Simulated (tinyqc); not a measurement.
Charge control and current of a heterostructure field-effect transistor: one step, computed by the program tinyqc.

Two subbands in a triangular well; E_F is counted from the conduction band edge of the channel at the interface.

Task: Threshold and barrier capacitance. Threshold V_T = phi_B - dE_c - sigma d/(eps eps_0) (in volts); C_b = eps eps_0/d.

Inputs (values chosen for the exercise, modelled on AlGaN/GaN):
```
quantity,value,unit
permittivity eps (barrier and channel),9.78,-
barrier thickness d,8,nm
Schottky barrier phi_B,1.1,eV
conduction band offset dE_c,0.5,eV
polarisation charge sigma/e,1.9e+13,1/cm^2
```

Charge source: polarisation. Velocity law: smooth.

Constants: e = 1.602176634e-19 C; eps_0 = 8.8541878128e-12 F/m.

Give: threshold voltage V_T; barrier capacitance C_b.

Result:

threshold voltage V_T = -2.212 V

barrier capacitance C_b = 1.082 microfarad/cm^2

The device is normally on.
